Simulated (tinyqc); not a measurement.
Pariser-Parr-Pople SCF with singles CI, for the molecule c1ccc2[nH]ccc2c1 (SMILES; centres numbered as the heavy atoms are written), step by step. One step of it, computed by the program tinyqc.

Question. Singles CI, singlets. Over the 6 single excitations with the smallest orbital gaps: A = (e_a - e_i) delta + 2 (ia|jb) - (ij|ab), with (pq|rs) = sum c_mp c_mq gamma_mn c_nr c_ns. f = 2/3 w |mu|^2 in atomic units, mu = sqrt2 sum c_ia sum_m c_mi c_ma R_m.

orbital energies (eV): -14.175308  -12.099307  -10.868786  -9.622421  -8.883924  -1.375692  -0.574536  0.470541  2.181581

coefficients:
```
         MO1        MO2        MO3        MO4        MO5        MO6        MO7        MO8
1C  0.125384   0.463446   0.028725  -0.487697  -0.203539  -0.148736   0.550983   0.179234
2C  0.144282   0.430476  -0.312202  -0.322819   0.311523  -0.387431  -0.315537  -0.367385
3C  0.242777   0.297895  -0.422483   0.182220   0.401539   0.465903  -0.179515   0.346422
4C  0.471799   0.072415  -0.231149   0.493297  -0.097114  -0.016111   0.542736  -0.149293
5N  0.588449  -0.450043  -0.276536  -0.255253  -0.364370  -0.194492  -0.284461   0.224606
6C  0.349176  -0.300935   0.243470  -0.372187   0.360734   0.434132   0.183256  -0.480176
7C  0.257138  -0.036629   0.496648  -0.010120   0.481247  -0.273615   0.039750   0.551968
8C  0.338819   0.241075   0.423964   0.402251  -0.081078  -0.257012  -0.268782  -0.311618
9C  0.181143   0.391617   0.328070  -0.125734  -0.435653   0.493185  -0.285905   0.088403

          MO9
1C   0.362720
2C  -0.332425
3C   0.331797
4C  -0.385809
5N   0.087205
6C   0.083441
7C  -0.270304
8C   0.493514
9C  -0.409638
```

repulsion gamma_rs (eV):
```
           1C         2C         3C         4C         5N         6C         7C         8C
1C  11.130000   5.345539   3.871994   3.517359   2.763090   2.429924   2.837012   3.872154
2C   5.345539  11.130000   5.344569   3.872154   2.991827   2.429924   2.630518   3.517359
3C   3.871994   5.344569  11.130000   5.346287   4.012053   2.915316   2.948476   3.872515
4C   3.517359   3.872154   5.346287  11.130000   5.921551   4.046371   4.045268   5.345539
5N   2.763090   2.991827   4.012053   5.921551  16.800000   5.923586   4.367335   4.367523
6C   2.429924   2.429924   2.915316   4.046371   5.923586  11.130000   5.345983   4.046371
7C   2.837012   2.630518   2.948476   4.045268   4.367335   5.345983  11.130000   5.344325
8C   3.872154   3.517359   3.872515   5.345539   4.367523   4.046371   5.344325  11.130000
9C   5.344569   3.871994   3.517455   3.872515   3.116055   2.915316   3.738477   5.346287

           9C
1C   5.344569
2C   3.871994
3C   3.517455
4C   3.872515
5N   3.116055
6C   2.915316
7C   3.738477
8C   5.346287
9C  11.130000
```

Centres (angstrom, eV; a flat drawing with bonds scaled to 1.40 angstrom):
```
centre          x          y  core charge z          W   gamma_rr
1C       2.152000  -0.700000              1  11.160000  11.130000
2C       2.152000   0.700000              1  11.160000  11.130000
3C       0.939000   1.400000              1  11.160000  11.130000
4C      -0.273000   0.700000              1  11.160000  11.130000
5N      -1.605000   1.133000              2  25.600000  16.800000
6C      -2.427000   0.000000              1  11.160000  11.130000
7C      -1.605000  -1.133000              1  11.160000  11.130000
8C      -0.273000  -0.700000              1  11.160000  11.130000
9C       0.939000  -1.400000              1  11.160000  11.130000
```

Give: singlet CI matrix; singlet excitation energies; oscillator strengths.

Answer.

singlet CI matrix (eV):
```
         5>6      4>6      5>7      4>7      5>8      3>6
5>6   4.7749  -0.0385  -0.0090   0.4869  -0.1411  -0.2092
4>6  -0.0385   4.9805  -0.6537   0.0687  -0.2092  -0.0848
5>7  -0.0090  -0.6537   5.0422   0.0606   0.0005  -0.0250
4>7   0.4869   0.0687   0.0606   6.0552  -0.0214  -0.0635
5>8  -0.1411  -0.2092   0.0005  -0.0214   6.2498  -0.1667
3>6  -0.2092  -0.0848  -0.0250  -0.0635  -0.1667   6.2020
```

singlet excitation energies (eV): 4.3143  4.6028  5.6254  6.0296  6.3212  6.4114

oscillator strengths: 0.0296  0.2366  1.1379  0.2464  0.7469  0.1633
